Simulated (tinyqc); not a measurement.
Energy conservation against the time step: molecular dynamics of a small cluster by velocity Verlet steps. Computed by tinyqc, a small Python program. Command: `OMP_NUM_THREADS=1 python tinyqc.py 3010481 3010482 out.jsonl verlet walk`. One thread of a shared host (Intel(R) Xeon(R) Processor @ 2.30GHz), about 0.2 s of CPU time with the checks.

E = sum_(i<j) phi(r_ij), phi(r) = eps [exp(-2 alpha (r - r0)) - 2 exp(-alpha (r - r0))]; the force on i is -sum_j phi'(r_ij) (R_i - R_j)/r_ij.

Inputs (values chosen for the exercise, for model atoms):
```
quantity         value        unit
length r0          2.5    angstrom
well depth eps    0.55          eV
stiffness alpha   2.21  1/angstrom
atomic mass M     28.2           u
time step dt         2          fs
steps              300           -
```

Potential: Morse.

starting positions (angstrom):
```
            x      y      z
atom 1   0.02  -0.04   0.05
atom 2    2.5  -0.01  -0.05
atom 3   2.49    2.5  -0.05
atom 4  -0.02    2.5   0.03
atom 5   1.25   1.26   1.75
atom 6   1.29   1.28  -1.76
```

starting velocities (angstrom/fs):
```
               x         y         z
atom 1  -0.00249   0.00095   -0.0011
atom 2   0.00466    0.0035   0.00113
atom 3   -0.0027   0.00041   -0.0023
atom 4  -0.00017  -0.00296     1e-05
atom 5  -0.00121  -0.00046  -0.00199
atom 6   0.00191  -0.00143   0.00424
```

Constants: 1 eV/(angstrom u) = 9.648533212e-03 angstrom/fs^2; k_B = 8.617333262e-05 eV/K.

Method:
- Relax the cluster, diagonalise the Hessian (central differences): omega_max = sqrt(c lambda_max/M). Verlet steps are stable for omega_max dt < 2.
- Velocity Verlet: a = c F/M with c = 9.648533212e-3 angstrom/fs^2 per eV/(angstrom u); R(new) = R + v dt + a dt^2/2; v(new) = v + (a + a(new)) dt/2. Kinetic energy K = M v^2/(2c); temperature T = 2K/((3N - 3) k_B), rotation of the cluster included.
- Runs without thermostat over the same span of time, steps x dt; spread = largest minus smallest value. For contrast, the energy gained over the first 30 dt (dt of the inputs) by explicit Euler steps: R(new) = R + v dt, v(new) = v + a dt.

omega_max dt = 0.176379

Energy error (eV):
```
dt (fs)  omega_max dt  Verlet, spread of U + K  Euler, gain in U + K
0.25          0.02205               8.3623e-06               0.01062
0.50          0.04409               3.3420e-05               0.02206
1.00          0.08819               1.3365e-04               0.04764
2.00          0.17638               5.3289e-04               0.11149
4.00          0.35276               2.1134e-03               0.30694
6.00          0.52914               4.3986e-03               0.63167
```

What follows from these numbers?

The Verlet error grows as dt^2.00 between the first rows, the second order of the method. Euler steps gain energy steadily: over that short span the gain in the first row is already 1300 times the Verlet spread of the whole run, and it grows as dt^1.05, tending to the first order of that method as dt shrinks.

Extremes, crossings and ranges named in words are read from the listed rows.
